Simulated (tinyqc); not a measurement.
# Absorption edge of a degenerate semiconductor, band filling against gap narrowing: what changes with what

n-type, parabolic bands, full ionisation. eta = (EF - Ec)/kB T solves N = Nc F12(eta), F12(x) = (2/sqrt(pi)) int_0^infinity sqrt(u)/(1 + exp(u - x)) du. The gap shrinks rigidly by dEg = a3 y^(1/3) + a4 y^(1/4) + a2 y^(1/2), y = N/1e18 cm^-3, an empirical law that is here taken as the true narrowing.

Parameters, values chosen for the exercise; band and dielectric values close to those of gallium nitride:

| symbol | value | unit | meaning |
|---|---|---|---|
| T | 300 | K | temperature |
| Eg | 3.41 | eV | band gap |
| Nc | 2.31e18 | cm^-3 | conduction-band density of states at 300 K, from me |
| me | 0.204 | m0 | electron mass |
| mh | 1 | m0 | hole mass |
| a3 | 12.4 | meV | coefficient of (N/1e18)^(1/3) |
| a4 | 7.4 | meV | coefficient of (N/1e18)^(1/4) |
| a2 | 1.9 | meV | coefficient of (N/1e18)^(1/2) |

Constants: q = 1.602176634e-19 C, kB = 1.380649e-23 J/K, Vt = kB T/q. Results are converted to the units shown.

Each table varies one quantity; the others keep the values above.

## The optical edge against doping

Vertical transitions need an empty final state: the edge is taken where the state lies 4 kB T below EF, E_opt = Eg - dEg + (1 + me/mh) max(eta - 4, 0) kB T; wavelength h c/(q E_opt).

Result of one run:
```
N (cm^-3)    eta  dEg (meV)  filling shift (meV)  E_opt (eV)
6e18       1.842      38.77                    0       3.371
```

What becomes of these results when the ionised donor density N is changed from 6e18 to 6.8e19 cm^-3, all else the same?

Result of the changed run:
```
N (cm^-3)    eta  dEg (meV)  filling shift (meV)  E_opt (eV)
6.8e19     11.45      87.53                232.0       3.554
```

The whole series:
```
N (cm^-3)      eta  dEg (meV)  filling shift (meV)  E_opt (eV)
5.3e17      -1.391      17.73                    0       3.392
9.8e17     -0.7083      21.56                    0       3.388
1.8e18     0.02310      26.20                    0       3.384
3.3e18      0.8521      31.89                    0       3.378
6e18         1.842      38.77                    0       3.371
1.1e19       3.146      47.36                    0       3.363
2e19         4.924      57.80                28.77       3.381
3.7e19       7.572      71.13                111.2       3.450
6.8e19       11.45      87.53                232.0       3.554
1.3e20       17.71      109.5                426.7       3.727
2.3e20       25.94      133.6                682.9       3.959
```

E_opt goes from 3.39 through a minimum of 3.36 (at N = 1.1e19 cm^-3 among the rows listed) to 3.96 eV, against Eg = 3.41 eV; the filling shift is 0 while eta is below 4. At the end narrowing grows as N^(0.35) and EF - Ec as N^(0.67). Filling therefore wins at high density. For N = 6.8e19, 1.3e20, 2.3e20 EF lies more than 0.2 eV in the band, where non-parabolicity lowers it markedly.

## Approximations to the Fermi level

With u = N/Nc: Boltzmann ln u; Joyce-Dixon ln u + 0.353553 u - 4.95009e-3 u^2 + 1.48386e-4 u^3 - 4.42563e-6 u^4; degenerate limit (3 sqrt(pi) u/4)^(2/3). The Einstein ratio is D/(mu Vt) = F12/Fm, Fm(x) = dF12/dx = (1/sqrt(pi)) int_0^infinity u^(-1/2)/(1 + exp(u - x)) du.

Results:
```
N (cm^-3)     N/Nc      eta  Boltzmann  Joyce-Dixon  degenerate  D/(mu Vt)
1.3e17     0.05628   -2.858     -2.877       -2.858      0.1775      1.020
2.6e17      0.1126   -2.145     -2.184       -2.145      0.2818      1.040
5.4e17      0.2338   -1.371     -1.453       -1.371      0.4588      1.082
1.1e18      0.4762  -0.5747    -0.7419      -0.5747      0.7372      1.166
2.3e18      0.9957   0.3429  -0.004338       0.3429       1.206      1.343
9.7e18       4.199    2.842      1.435        2.842       3.147      2.338
2e19         8.658    4.924      2.158        4.920       5.098      3.530
4.1e19       17.75    8.124      2.876        7.983       8.226      5.556
8.5e19       36.80    13.31      3.605        9.192       13.38      8.959
```

Estimate the missing row, N = 4.7e18 cm^-3.

Computed row:
```
N (cm^-3)   N/Nc    eta  Boltzmann  Joyce-Dixon  degenerate  D/(mu Vt)
4.7e18     2.035  1.410     0.7103        1.410       1.941      1.682
```

With this row back in the table: Boltzmann is within 0.1 of eta up to N/Nc = 0.23, Joyce-Dixon within 0.01 up to 8.7, and the degenerate limit is off by 0.062 in the last row. The Einstein ratio rises from 1.02 to 8.96: degenerate carriers diffuse faster for the same mobility.

Range of the model: Band tails, non-parabolic bands and incomplete ionisation are left out.

Program tinyqc, `OMP_NUM_THREADS=1 python tinyqc.py 2330091 2330092 out.jsonl`; Intel Xeon 2.30GHz, shared host, one thread, about 0.01 s.
